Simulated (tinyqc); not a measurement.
Landau-Devonshire theory of a uniaxial ferroelectric: one step, computed by the program tinyqc. Command: `OMP_NUM_THREADS=1 python tinyqc.py 3026723 3026724 out.jsonl ferro walk`. One thread of a shared host (Intel(R) Xeon(R) Processor @ 2.30GHz), about 0.01 s of CPU time with the checks.

G(P) = (alpha/2) P^2 + (beta*/4) P^4 + (gamma/6) P^6 - E P per volume, SI units, one domain, P along the polar axis.

Question. Temperatures of the first-order transition. T_C = T0* + 3 beta*^2/(16 alpha_0 gamma); the polar phase survives up to T1 = T0* + beta*^2/(4 alpha_0 gamma); at T_C Ps^2 = -3 beta*/(4 gamma); latent heat = (1/2) alpha_0 T_C Ps^2.

Inputs (values chosen for the exercise, modelled on lead titanate):
```
quantity,value,unit
alpha_0,782000,J m/(C^2 K)
Curie-Weiss temperature T0,752,K
gamma,1.59e+09,J m^9/C^6
temperature T,402,K
```

Sample: free crystal.

T0* = 752 K

beta* = -2.98e+08 J m^5/C^4

Give: transition temperature T_C; superheating limit T1; jump of Ps; latent heat.

Answer.

transition temperature T_C = 765.4 K

superheating limit T1 = 769.9 K

jump of Ps = 37.49 microcoulomb/cm^2

latent heat = 42.07 MJ/m^3

Thermal hysteresis can span at most T1 - T0* = 17.9 K.
